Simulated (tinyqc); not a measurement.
# From one set of inputs to another, one input at a time

Model: binary melting diagram from solution models of liquid and solid. Computed by tinyqc, a small Python program. Command: `OMP_NUM_THREADS=1 python tinyqc.py 3000151 3000152 out.jsonl melt ladder`. One thread of a shared host (Intel(R) Xeon(R) Processor @ 2.30GHz), about 0.01 s of CPU time with the checks.

x is the fraction of B. In a phase with interaction L: mu_A = G_A + R T ln(1 - x) + L x^2, mu_B = G_B + R T ln x + L (1 - x)^2. Melting: G(liquid) - G(solid) = H (1 - T/T_m) for each pure component.

The inputs printed are set A. Inputs not listed in the table keep their values of set A, so the rows need not describe a real material.

Inputs (values chosen for the exercise, for a model alloy):
```
quantity                value    unit
melting point T_A        1540       K
melting point T_B        1315       K
heat of melting H_A        38  kJ/mol
heat of melting H_B      10.6  kJ/mol
liquid interaction L_L    -18  kJ/mol
overall fraction x0      0.18       -
```

Diagram: eutectic with pure solids.

Constants: R = 8.314462618 J/(mol K).

Method:
- Liquid against pure solid A: T = (H_A + L_L x^2)/(H_A/T_A - R ln(1 - x)); against pure solid B: T = (H_B + L_L (1 - x)^2)/(H_B/T_B - R ln x).
- Halve the interval 0.001 to 0.999 for the crossing, 44 times.
- Primary solid forms at the higher branch; just above T_E its mole fraction is (x_E - x0)/x_E for A or (x0 - x_E)/(1 - x_E) for B, and the rest freezes as eutectic, with B making up x_E of it.

Each row keeps all changes above it:
```
input moved                      from    to  eutectic composition x_E  eutectic temperature T_E (K)  liquidus temperature (K)
set A                               -     -                   0.70825                        829.70                    1421.3
heat of melting H_A (kJ/mol)       38  34.6                   0.69376                        802.82                    1410.5
melting point T_A (K)            1540  1420                   0.67979                        776.78                    1307.5
heat of melting H_B (kJ/mol)     10.6    10                   0.68680                        767.51                    1307.5
melting point T_B (K)            1315   980                   0.74166                        693.41                    1307.5
liquid interaction L_L (kJ/mol)   -18  -3.8                   0.81821                        831.72                    1325.2
```

Eutectic composition x_E goes from 0.708 to 0.818, a factor 1.16 in all. The largest single move comes from liquid interaction L_L (a factor 1.10), and heat of melting H_A works against it (a factor 0.9796). Eutectic temperature T_E goes from 830 to 832, a factor 1.0024 in all. The largest single move comes from liquid interaction L_L (a factor 1.20), and melting point T_B works against it (a factor 0.903). Liquidus temperature goes from 1420 to 1330, a factor 0.932 in all. The largest single move comes from melting point T_A (a factor 0.927), and liquid interaction L_L works against it (a factor 1.014). The single moves hold for this order of the switches; the total does not depend on the order.

Extremes, crossings and ranges named in words are read from the listed rows.
